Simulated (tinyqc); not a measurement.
Stark shift: graded (staircase) quantum well by finite differences.

Finite differences on points z_i at the centres of cells of width h: H_ii = (c/h^2)(1/m_(i-1/2) + 1/m_(i+1/2)) + V_i, H_(i,i+1) = -(c/h^2)/m_(i+1/2), where m_(i+1/2) is the mean of the masses at the two points (the end values are repeated outwards), psi = 0 on the points beyond both ends, c = hbar^2/2m0. The field adds e F (z - z0) with z0 the middle of the structure; 1 kV/cm = 1e-5 eV/angstrom.

Constants: hbar^2/2m0 = 3.80998211 eV angstrom^2.

Values chosen for the exercise (out of a larger set: near those of a GaAs well in AlGaAs; not measured data): layers = ((124, 0.13, 0.0803), (31, 0.058, 0.0721), (31, 0.014, 0.0671), (31, 0, 0.0655), (31, 0.014, 0.0671), (31, 0.058, 0.0721), (124, 0.13, 0.0803)) (each layer: thickness in angstrom, band edge in eV, mass in m0); hf = 1.9375 angstrom (cell width of the fine grid); Fs = (0, 3.33, 6.67, 10, 13.3, 16.7, 20) kV/cm (fields).

Fine grid. Perturbation theory: dE1 = e F z_11 - beta (e F)^2 with beta = sum_j z_1j^2/(E_j - E_1) over the 13 next levels at zero field, z from z0.

Levels against field:

| F (kV/cm) | E1 (eV) | E2 (eV) | dE1 (meV) | second order (meV) | <z - z0> (angstrom) | E2 - E1 (meV) |
|---|---|---|---|---|---|---|
| 0 | 0.0295 | 0.0864 | 0.00 | 0.00 | 0.0 | 57.0 |
| 3.33 | 0.0294 | 0.0864 | -0.02 | -0.02 | -1.2 | 57.0 |
| 6.67 | 0.0294 | 0.0863 | -0.08 | -0.08 | -2.3 | 56.9 |
| 10.0 | 0.0293 | 0.0861 | -0.17 | -0.17 | -3.5 | 56.9 |
| 13.3 | 0.0291 | 0.0859 | -0.31 | -0.31 | -4.6 | 56.8 |
| 16.7 | 0.0290 | 0.0856 | -0.49 | -0.48 | -5.8 | 56.6 |
| 20.0 | 0.0288 | 0.0852 | -0.70 | -0.70 | -7.0 | 56.5 |

z_11 = 0.00 angstrom
beta = 1.738e+04 angstrom^2/eV

At zero field the state is centred, so the shift starts as F^2; it turns linear only if the state is pulled to one side. At 20 kV/cm E1 has moved by -0.70 meV, where second order gives -0.70 meV; they differ by 0.2 % there. The electron moves by -7.0 angstrom, against the rise of the potential. E2 - E1 shrinks with the field; the ends are 57.0 and 56.5 meV.

Computed by tinyqc, a small Python program: `OMP_NUM_THREADS=1 python tinyqc.py 1280730 1280731 out.jsonl` (the numbers bound the seed that draws the inputs); one thread of a shared host (Intel(R) Xeon(R) Processor @ 2.30GHz), about 0.02 s for the whole set of steps.
